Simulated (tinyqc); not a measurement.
# One-sided p+-n junction, ionisation integral and breakdown: what changes with what

A p+ layer at x < 0 and an n drift layer from x = 0. Depletion approximation, built-in voltage neglected. Local ionisation coefficients alpha_n = an exp(-(bn/E)^mx), alpha_p = ap exp(-(bp/E)^mx). Electrons move towards +x, holes towards x = 0.

Parameters, values chosen for the exercise; material values close to those of gallium arsenide:
- eps_r = 13.1 (relative permittivity)
- an = 3.09e5 1/cm (prefactor of the electron ionisation coefficient)
- bn = 6.68e5 V/cm (field constant for electrons)
- ap = 2.1e5 1/cm (prefactor of the hole ionisation coefficient)
- bp = 6.62e5 V/cm (field constant for holes)
- mx = 1.6 (exponent)
- mu = 8460 cm^2/(V s) (electron mobility of the drift layer)
- N = 3.8e16 cm^-3 (donor density of the drift layer)

Constants: q = 1.602176634e-19 C, eps0 = 8.8541878128e-14 F/cm where lengths are in cm. Results are converted to the units shown.

Each table varies one quantity; the others keep the values above.

## Multiplication against voltage

W = sqrt(2 eps0 eps_r V/(q N)), peak field E0 = q N W/(eps0 eps_r), falling linearly to 0 at W. G(x) = integral from 0 to x of (alpha_n - alpha_p); I_n = integral of alpha_n exp(-G) (electrons injected at x = 0), I_p = integral of alpha_p exp(G(end) - G) (holes injected at the far edge); M = 1/(1 - I). Integrals on a fine grid; BV is where I_n = 1. Here BV = 22.7347 V; the Miller exponent is n = ln(1 - 1/M)/ln(V/BV).

Multiplication against voltage:

| V (V) | E0 (kV/cm) | I_n | I_p | M_n | M_p | Miller n, electrons | Miller n, holes |
|---|---|---|---|---|---|---|---|
| 9.09 | 309 | 0.0754 | 0.0556 | 1.08 | 1.06 | 2.82 | 3.15 |
| 11.4 | 346 | 0.168 | 0.126 | 1.20 | 1.14 | 2.58 | 3.00 |
| 13.6 | 378 | 0.290 | 0.225 | 1.41 | 1.29 | 2.41 | 2.90 |
| 15.9 | 409 | 0.446 | 0.363 | 1.81 | 1.57 | 2.26 | 2.83 |
| 18.2 | 437 | 0.623 | 0.538 | 2.65 | 2.16 | 2.13 | 2.79 |
| 19.6 | 454 | 0.737 | 0.663 | 3.80 | 2.97 | 2.06 | 2.77 |
| 20.9 | 468 | 0.845 | 0.793 | 6.46 | 4.84 | 2.00 | 2.75 |
| 21.8 | 478 | 0.921 | 0.891 | 12.7 | 9.18 | 1.96 | 2.75 |
| 22.4 | 485 | 0.972 | 0.960 | 35.3 | 25.1 | 1.94 | 2.74 |

Read the table: what changes, and by how much?

M_n rises from 1.082 to 35.3 and M_p from 1.059 to 25.1; both diverge at BV. The Miller exponent for electrons falls from 2.82 to 1.94 and that for holes falls from 3.15 to 2.74. The larger multiplication belongs to electrons, whose coefficient at the peak field of the last row is 1.44 times the other.

## Effect of the drift doping

Same model as above.

Specific on-resistance Ron = W/(q mu N) with constant mobility and full ionisation.

Result of one run:

| N (cm^-3) | BV (V) | E0 at BV (kV/cm) | W at BV (um) | Ron (mohm cm^2) | BV^2/Ron (MW/cm^2) | eps0 eps_r mu E0^3/4 (MW/cm^2) |
|---|---|---|---|---|---|---|
| 8.3e16 | 15.1 | 588 | 0.513 | 4.56e-4 | 498 | 498 |

What becomes of these results when the donor density of the drift layer N is changed from 8.3e16 to 1.6e17 cm^-3, all else the same?

Result of the changed run:

| N (cm^-3) | BV (V) | E0 at BV (kV/cm) | W at BV (um) | Ron (mohm cm^2) | BV^2/Ron (MW/cm^2) | eps0 eps_r mu E0^3/4 (MW/cm^2) |
|---|---|---|---|---|---|---|
| 1.6e17 | 11.3 | 706 | 0.320 | 1.47e-4 | 864 | 864 |

The whole series:

| N (cm^-3) | BV (V) | E0 at BV (kV/cm) | W at BV (um) | Ron (mohm cm^2) | BV^2/Ron (MW/cm^2) | eps0 eps_r mu E0^3/4 (MW/cm^2) |
|---|---|---|---|---|---|---|
| 3.2e15 | 116 | 320 | 7.24 | 0.167 | 80.3 | 80.3 |
| 6.1e15 | 73.1 | 351 | 4.16 | 0.0504 | 106 | 106 |
| 1.2e16 | 46.2 | 391 | 2.36 | 0.0145 | 147 | 147 |
| 2.2e16 | 31.4 | 437 | 1.44 | 0.00482 | 205 | 205 |
| 4.3e16 | 21.2 | 502 | 0.845 | 0.00145 | 310 | 310 |
| 8.3e16 | 15.1 | 588 | 0.513 | 4.56e-4 | 498 | 498 |
| 1.6e17 | 11.3 | 706 | 0.320 | 1.47e-4 | 864 | 864 |
| 3e17 | 9.11 | 869 | 0.210 | 5.16e-5 | 1.61e3 | 1.61e3 |

BV falls from 116 to 9.11 V while the critical field rises from 320 to 869 kV/cm. BV goes as N^(-0.71) between the first two rows and N^(-0.34) between the last two (a coefficient proportional to E^7 gives -0.75 without punch-through). Ron goes as BV^(3.18) over the table; the last two columns agree since BV = E0 W/2 and N = eps0 eps_r E0/(q W). For N = 2.2e16, 4.3e16, 8.3e16, 1.6e17, 3e17 the layer is under 0.5 um wide or BV under 36 V, so dead space, tunnelling and the built-in voltage, all left out, matter.

tinyqc, about 0.03 s, one thread, Intel Xeon 2.30GHz (shared host): `OMP_NUM_THREADS=1 python tinyqc.py 2120025 2120026 out.jsonl`
